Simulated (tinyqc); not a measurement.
Inside a calculation. Model: resistance of a tapered via with liner, size effect and interface.

Program tinyqc, `OMP_NUM_THREADS=1 python tinyqc.py 2750010 2750011 out.jsonl`; Intel Xeon 2.30GHz, shared host, one thread, about 0.01 s. Printed values are rounded.

A round via whose diameter grows from db at the bottom as D(z) = db + 2 z/tan(ang). The fill, of diameter D - 2 tl, starts above the bottom liner (thickness fb tl) and has rho = rho0 (1 + ks lam/(D - 2 tl)); the sidewall liner conducts in parallel with it. The bottom liner and the interface are crossed over the full area pi db^2/4. Spreading in the lines above and below is left out.

Values chosen for this exercise; fill metal close to molybdenum:
```
symbol,value,unit,meaning
db,37,nm,diameter at the bottom
hv,120,nm,height
ang,85,degrees,sidewall angle
rho0,5.29,uohm cm,bulk resistivity of the fill
lam,11.2,nm,mean free path of the fill
ks,1.1,,size-effect factor
tl,0.3,nm,liner on the sidewall
fb,0.5,,liner at the bottom over that on the sidewall
rl,170,uohm cm,resistivity of the liner
ri,1e-12,ohm cm^2,interface resistivity at the bottom
Sb,1.3e15,S/m^2,"ballistic conductance per area, about 3/(4 rho0 lam)"
```

## Slices of the via

Slices between z0 = fb tl and hv, evaluated at their midpoints: conductance per length pi/4 [(D - 2 tl)^2/rho + (D^2 - (D - 2 tl)^2)/rl], slice resistance = slice height over that. 6 slices.

| slice | z (nm) | D (nm) | rho (uohm cm) | slice resistance (ohm) |
|---|---|---|---|---|
| 0 | 10.1375 | 38.7738 | 6.99726 | 1.21963 |
| 1 | 30.1125 | 42.2690 | 6.85406 | 1.00279 |
| 2 | 50.0875 | 45.7642 | 6.73302 | 0.838608 |
| 3 | 70.0625 | 49.2593 | 6.62937 | 0.711404 |
| 4 | 90.0375 | 52.7545 | 6.53961 | 0.610912 |
| 5 | 110.013 | 56.2497 | 6.46113 | 0.530178 |

## Total resistance

R_fill = sum of the slices; R_bottom = rl fb tl/(pi db^2/4); R_interface = ri/(pi db^2/4); ballistic (Sharvin) limit 1/(Sb pi (db - 2 tl)^2/4); ideal cylinder rho0 hv/(pi db^2/4).

parts (ohm): fill 4.91352, bottom liner 0.237163, interface 0.0930051
R = 5.24369 ohm
shares (%): fill 93.7035, bottom liner 4.5228, interface 1.7737
ballistic limit = 0.739203 ohm
ideal cylinder = 5.90396 ohm

The fill is the largest part, and R is 0.888 times the ideal cylinder. With 2000 slices R = 5.2531 ohm.
